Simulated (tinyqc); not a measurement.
CIS on RHF in the sto-3g basis, for BeH+, spin multiplicity 1, step by step. One step of it, computed by the program tinyqc.

Question. Orthogonalisation. S = U s U^T; symmetric (Loewdin) form X = U s^(-1/2) U^T, so that X^T S X = 1.

overlap S:
```
           1Be 1s    1Be 2s   1Be 2px   1Be 2py   1Be 2pz     2H 1s
1Be 1s   1.000000  0.259517  0.000000  0.000000  0.000000  0.054784
1Be 2s   0.259517  1.000000  0.000000  0.000000  0.000000  0.417018
1Be 2px  0.000000  0.000000  1.000000  0.000000  0.000000  0.000000
1Be 2py  0.000000  0.000000  0.000000  1.000000  0.000000  0.000000
1Be 2pz  0.000000  0.000000  0.000000  0.000000  1.000000  0.493621
2H 1s    0.054784  0.417018  0.000000  0.000000  0.493621  1.000000
```

Give: eigenvalues of S; X.

Answer.

eigenvalues of S: 0.343  0.794  1.000  1.000  1.177  1.686

X:
```
         1Be 1s  1Be 2s  1Be 2px  1Be 2py  1Be 2pz   2H 1s
1Be 1s    1.028  -0.145    0.000    0.000   -0.011   0.023
1Be 2s   -0.145   1.127    0.000    0.000    0.117  -0.297
1Be 2px   0.000   0.000    1.000    0.000    0.000   0.000
1Be 2py   0.000   0.000    0.000    1.000    0.000   0.000
1Be 2pz  -0.011   0.117    0.000    0.000    1.135  -0.345
2H 1s     0.023  -0.297    0.000    0.000   -0.345   1.232
```
